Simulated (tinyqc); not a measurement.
Width of the well: finite square well with mass mismatch (envelope functions).

A square well of width L and depth V0, mass mw inside and mb outside, energies from the bottom of the well, c = hbar^2/2m0. k = sqrt(mw E/c), kappa = sqrt(mb (V0 - E)/c). psi and psi'/m are continuous at the walls (BenDaniel-Duke), so level n solves k L + 2 atan[(k/mw)/(kappa/mb)] = n pi.

Constants: hbar^2/2m0 = 3.80998211 eV angstrom^2.

Values chosen for the exercise (near those of the light valleys of a Si film in SiO2; the results hold for these values, not for the real material):
- V0 = 3.27 eV (barrier height)
- mw = 0.185 m0 (mass in the well)
- mb = 0.492 m0 (mass in the barrier)
- Ls = (8, 11, 16, 22, 31, 43, 60) angstrom (widths)

Levels against L, beside the infinite well E1(hard) = c (pi/L)^2/mw; Pb is the probability of level 1 in the barriers; a dash marks an unbound level.

Levels:

| L (angstrom) | bound levels | E1 (eV) | E2 (eV) | E1(hard) (eV) | Pb |
|---|---|---|---|---|---|
| 8 | 2 | 0.8384 | 3.2658 | 3.1759 | 0.116 |
| 11 | 2 | 0.5798 | 2.4728 | 1.6798 | 0.069 |
| 16 | 3 | 0.3564 | 1.4994 | 0.7940 | 0.034 |
| 22 | 3 | 0.2261 | 0.9329 | 0.4200 | 0.018 |
| 43 | 6 | 0.0778 | 0.3137 | 0.1099 | 0.004 |
| 60 | 8 | 0.0438 | 0.1757 | 0.0565 | 0.002 |

Give the missing row, L (angstrom) = 31.

Computed row:
```
L (angstrom)  bound levels  E1 (eV)  E2 (eV)  E1(hard) (eV)     Pb
31                       4   0.1332   0.5415         0.2115  0.008
```

The infinite well overestimates E1 by a factor 3.79 at 8 angstrom and 1.29 at 60 angstrom. The local exponent d ln E1/d ln L goes from -1.16 (first two rows) to -1.73 (last two), towards the -2 of hard walls, as Pb falls from 0.116 to 0.002. E2 - E1 is largest at 8 angstrom of the widths listed. Non-parabolicity, which grows with the level, already counts at a few tenths of an eV, and levels above about 0.5 eV lie beyond a parabolic band.

Program tinyqc; command `OMP_NUM_THREADS=1 python tinyqc.py 1280988 1280989 out.jsonl`; about 0.01 s on one thread of a shared Intel(R) Xeon(R) Processor @ 2.30GHz.
